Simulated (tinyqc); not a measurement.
Grain growth, pinning, strength and diffusional creep of a polycrystal or thin film: one step, computed by the program tinyqc. Command: `OMP_NUM_THREADS=1 python tinyqc.py 3026410 3026411 out.jsonl grain walk`. One thread of a shared host (Intel(R) Xeon(R) Processor @ 2.30GHz), about 0.01 s of CPU time with the checks.

One mean grain size d describes the structure.

Task: Diffusional creep at T_c. Nabarro-Herring rate = 14 sigma Omega D_l/(k_B T d^2), D_l = D0 exp(-Q_l/(k_B T)); Coble rate = 14 pi sigma Omega delta D_b/(k_B T d^3), delta D_b = delta D0b exp(-Q_b/(k_B T)); they are equal at d_x = pi delta D_b/D_l.

Inputs (values chosen for the exercise, modelled on polycrystalline silicon):
```
quantity                         value        unit
atomic volume Omega              20.02  angstrom^3
anneal temperature T              1588           K
lattice diffusion energy Q_l      4.92          eV
boundary diffusion energy Q_b     2.45          eV
lattice prefactor D0           9.1e-05       m^2/s
boundary prefactor delta D0b   1.5e-15       m^3/s
applied stress sigma               200         MPa
service temperature T_c            649           K
```

grain size d = 1146.031 nm

Constants: k_B = 1.380649e-23 J/K; k_B = 8.617333262e-05 eV/K.

Give: Nabarro-Herring rate; Coble rate; crossover size d_x; time to 1 % strain.

Result:

Nabarro-Herring rate = 2.697e-30 1/s

Coble rate = 1.848e-15 1/s

crossover size d_x = 7.850e+14 micrometre

time to 1 % strain = 5.413e+12 s

Boundary diffusion carries the creep, by a factor 6.8e14. Caution: the time to 1 % strain exceeds a century, so diffusional creep is negligible in practice. Caution: sigma Omega is not small against k_B T, as the linear creep laws assume.
